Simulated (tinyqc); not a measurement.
Inside a calculation. Method: plane-wave Kohn-Sham cycle with exchange-only LDA in a layered model solid. Computed by tinyqc, a small Python program that keeps every step. Settings: points = 16, plane-wave index or count = 3, electrons = 2, k points = 2, area = 21.0, mixing = 1.0, iteration cap = 70. Command: `OMP_NUM_THREADS=1 python tinyqc.py 24930 24931 out.jsonl` (the two numbers bound the seeds that draw the settings). One thread of a shared host (Intel(R) Xeon(R) Processor @ 2.60GHz), about 0.04 s of CPU time with the checks. Later iterations appear only in the table of the cycle.

## Iteration 1: potential

A solid whose potential varies along x alone (atomic units):
```
parameter                      value
period a                   12.500000
cross-section of the cell  21.000000
electrons per cell                 2
grid points                       16
plane waves -n..n, n               3
k points                           2
V1 in V1 cos(2 pi x/a)     -0.230000
```

density at the start, on the grid x_j = j a/N (e/bohr^3): 0.0076190  0.0076190  0.0076190  0.0076190  0.0076190  0.0076190  0.0076190  0.0076190  0.0076190  0.0076190  0.0076190  0.0076190  0.0076190  0.0076190  0.0076190  0.0076190

V_H(G) = 4 pi rho(G)/G^2 for G != 0 (uniform background); v_x = -(3 rho/pi)^(1/3); V = V_ext + V_H + v_x; Fourier components f(G_m) = (1/N) sum_j f(x_j) exp(-i G_m x_j).

Potentials on the grid (hartree):
```
x            V_ext      V_H       v_x         V
0.00000   -0.23000  0.00000  -0.19377  -0.42377
0.78125   -0.21249  0.00000  -0.19377  -0.40626
1.56250   -0.16263  0.00000  -0.19377  -0.35641
2.34375   -0.08802  0.00000  -0.19377  -0.28179
3.12500          0  0.00000  -0.19377  -0.19377
3.90625    0.08802  0.00000  -0.19377  -0.10575
4.68750    0.16263  0.00000  -0.19377  -0.03114
5.46875    0.21249  0.00000  -0.19377   0.01872
6.25000    0.23000  0.00000  -0.19377   0.03623
7.03125    0.21249  0.00000  -0.19377   0.01872
7.81250    0.16263  0.00000  -0.19377  -0.03114
8.59375    0.08802  0.00000  -0.19377  -0.10575
9.37500          0  0.00000  -0.19377  -0.19377
10.15625  -0.08802  0.00000  -0.19377  -0.28179
10.93750  -0.16263  0.00000  -0.19377  -0.35641
11.71875  -0.21249  0.00000  -0.19377  -0.40626
```

V(G_m), m = 0, 1, 2, ... (hartree): -0.19377  -0.11500  0.00000  0.00000  0.00000  0.00000  0.00000

## Iteration 1: Hamiltonian at one k

k = 0.25000 2 pi / a

H(m,m') = (k + G_m)^2/2 delta + V(G_m - G_m'), with V(-G) = V(G).

H (hartree), lower triangle:
```
          -3        -2        -1        +0        +1        +2       +3
-3   0.76161
-2  -0.11500   0.19312
-1   0.00000  -0.11500  -0.12271
+0   0.00000   0.00000  -0.11500  -0.18588
+1   0.00000   0.00000   0.00000  -0.11500   0.00362
+2   0.00000   0.00000   0.00000   0.00000  -0.11500   0.44578
+3   0.00000   0.00000   0.00000   0.00000   0.00000  -0.11500  1.14060
```

## Iteration 1: levels at that k

Diagonalise the Hermitian matrix.

eigenvalues (hartree): -0.31180  -0.10977  0.04336  0.21333  0.45704  0.78454  1.15943

## Iteration 1: new density

Motion across x is left out: the lowest 1 band(s) hold two electrons at each of the k points (j + 1/2)/nk - 1/2. Residual R = rho(out) - rho(in); rho(new) = rho(in) + 1 R. rho(out) = 2/(a A nk) sum |psi|^2 with psi = sum c exp(i G x). Harris energy E = band energy - dV sum rho (V_H/2 + v_x) + (3/4) dV sum rho v_x with rho(in), dV = a A/N, band energy = (2/nk) sum of the filled levels.

rho(out) (e/bohr^3): 0.0248393  0.0217022  0.0145339  0.0075679  0.0031545  0.0011025  0.0003421  0.0001037  0.0000522  0.0001037  0.0003421  0.0011025  0.0031545  0.0075679  0.0145339  0.0217022

density after iteration 1 (e/bohr^3): 0.0248393  0.0217022  0.0145339  0.0075679  0.0031545  0.0011025  0.0003421  0.0001037  0.0000522  0.0001037  0.0003421  0.0011025  0.0031545  0.0075679  0.0145339  0.0217022

energy per cell = -0.5267220 hartree

## Iteration 2: potential

As before.

Potentials on the grid (hartree):
```
x            V_ext       V_H       v_x         V
0.00000   -0.23000   0.62253  -0.28732   0.10521
0.78125   -0.21249   0.55858  -0.27468   0.07141
1.56250   -0.16263   0.38926  -0.24032  -0.01369
2.34375   -0.08802   0.16670  -0.19334  -0.11465
3.12500          0  -0.05719  -0.14442  -0.20161
3.90625    0.08802  -0.24838  -0.10173  -0.26209
4.68750    0.16263  -0.39039  -0.06887  -0.29663
5.46875    0.21249  -0.47691  -0.04626  -0.31067
6.25000    0.23000  -0.50589  -0.03680  -0.31269
7.03125    0.21249  -0.47691  -0.04626  -0.31067
7.81250    0.16263  -0.39039  -0.06887  -0.29663
8.59375    0.08802  -0.24838  -0.10173  -0.26209
9.37500          0  -0.05719  -0.14442  -0.20161
10.15625  -0.08802   0.16670  -0.19334  -0.11465
10.93750  -0.16263   0.38926  -0.24032  -0.01369
11.71875  -0.21249   0.55858  -0.27468   0.07141
```

V(G_m), m = 0, 1, 2, ... (hartree): -0.15396  0.10230  0.02439  0.00236  0.00062  -0.00014  0.00008

## Iteration 2: Hamiltonian at one k

k = 0.25000 2 pi / a

As before.

H (hartree), lower triangle:
```
          -3        -2        -1        +0       +1       +2       +3
-3   0.80142
-2   0.10230   0.23293
-1   0.02439   0.10230  -0.08290
+0   0.00236   0.02439   0.10230  -0.14606
+1   0.00062   0.00236   0.02439   0.10230  0.04343
+2  -0.00014   0.00062   0.00236   0.02439  0.10230  0.48559
+3   0.00008  -0.00014   0.00062   0.00236  0.02439  0.10230  1.18041
```

## Iteration 2: levels at that k

As before.

eigenvalues (hartree): -0.24201  -0.08492  0.07569  0.25234  0.49579  0.82137  1.19655

## Iteration 2: new density

As before.

rho(out) (e/bohr^3): 0.0001072  0.0002001  0.0006279  0.0018719  0.0046192  0.0091572  0.0146568  0.0192470  0.0210372  0.0192470  0.0146568  0.0091572  0.0046192  0.0018719  0.0006279  0.0002001

density after iteration 2 (e/bohr^3): 0.0001072  0.0002001  0.0006279  0.0018719  0.0046192  0.0091572  0.0146568  0.0192470  0.0210372  0.0192470  0.0146568  0.0091572  0.0046192  0.0018719  0.0006279  0.0002001

energy per cell = -0.7888765 hartree

## Convergence

Stop when sqrt(dV sum R^2) is below 1e-8, dV = a A/N.

Course of the cycle:
```
iteration  E (hartree)  norm of the residual
1           -0.5267220              1.40e-01
2           -0.7888765              2.47e-01
3           -1.3841814              2.68e-01
4           -0.9268426              2.72e-01
5           -1.4212968              2.72e-01
6           -0.9277386              2.72e-01
7           -1.4215697              2.72e-01
8           -0.9277453              2.72e-01
9           -1.4215720              2.72e-01
10          -0.9277453              2.72e-01
11          -1.4215720              2.72e-01
...                ...                   ...
60          -0.9277453              2.72e-01
61          -1.4215720              2.72e-01
62          -0.9277453              2.72e-01
63          -1.4215720              2.72e-01
64          -0.9277453              2.72e-01
65          -1.4215720              2.72e-01
66          -0.9277453              2.72e-01
67          -1.4215720              2.72e-01
68          -0.9277453              2.72e-01
69          -1.4215720              2.72e-01
70          -0.9277453              2.72e-01
```

Not converged within 70 iterations: the residual has stopped falling: the iteration swings between two states. Reruns (cap 100 unless said): mixing 0.1: not converged; mixing 0.5, Kerker q0 1.0: converged in 56 (E = -0.34751); mixing 0.3, Pulay depth 5: converged in 18 (E = -0.34751); the original settings with a cap of 400: not converged.
